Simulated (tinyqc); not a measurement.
Gain against bias and Miller's formula: avalanche multiplication and breakdown of a junction from ionisation integrals. Computed by tinyqc, a small Python program. Command: `OMP_NUM_THREADS=1 python tinyqc.py 3018320 3018321 out.jsonl impact walk`. One thread of a shared host (Intel(R) Xeon(R) Processor @ 2.30GHz), about 0.01 s of CPU time with the checks.

Ionisation coefficients follow the local field. Position x runs through the depletion layer from the p side (x = 0), where electrons enter, to the n side (x = w), where holes enter. The built-in voltage is neglected.

Inputs (values chosen for the exercise, modelled on InP):
```
quantity                   value        unit
electron prefactor a_n  5.56e+06        1/cm
electron field b_n      3.16e+06        V/cm
hole prefactor a_p      2.13e+06        1/cm
hole field b_p          2.28e+06        V/cm
exponent c                     1           -
permittivity eps            12.5           -
layer width W                1.6  micrometre
```

Junction: p-i-n with uniform field.

Constants: e = 1.602176634e-19 C; eps_0 = 8.8541878128e-12 F/m.

Method:
- alpha_n = a_n exp(-(b_n/F)^c), alpha_p = a_p exp(-(b_p/F)^c).
- Uniform field F = F_m, w = W, V = F_m W.
- With Phi(x) = int_0^x (alpha_n - alpha_p) dx': 1 - 1/M_n = I_n = int_0^w alpha_n exp(-Phi) dx and M_p = M_n exp(-Phi(w)); trapezoid rule on 401 even points; breakdown at I_n = 1.
- Solve I_n(F_m) = 1.
- Miller's exponent n is defined by 1 - 1/M = (V/V_B)^n for the larger M.

breakdown voltage = 68.4189 V

critical field F_m = 0.427618 MV/cm

Gain:
```
V/V_B   V (V)  F_m (MV/cm)     M_n     M_p  Miller exponent n
0.50   34.209      0.21381   1.000   1.008             6.9772
0.60   41.051      0.25657   1.004   1.048             6.0228
0.70   47.893      0.29933   1.026   1.185             5.2065
0.80   54.735      0.34209   1.116   1.580             4.4924
0.90   61.577      0.38486   1.525   2.978             3.8832
0.95   64.998      0.40624   2.465   5.897             3.6225
0.98   67.051      0.41907   5.388  14.726             3.4810
0.99   67.735      0.42334  10.293  29.458             3.4363
```

What follows from these numbers?

The larger gain passes 2 between 0.800 and 0.900 of V_B and reaches 29.5 at 0.99. Miller's exponent runs from 3.4 to 7.0, so it is not a constant: a fit holds over a narrow range only. From the first row to the last the voltage grows by a factor 1.98 and the peak field by 1.98.

Extremes, crossings and ranges named in words are read from the listed rows.
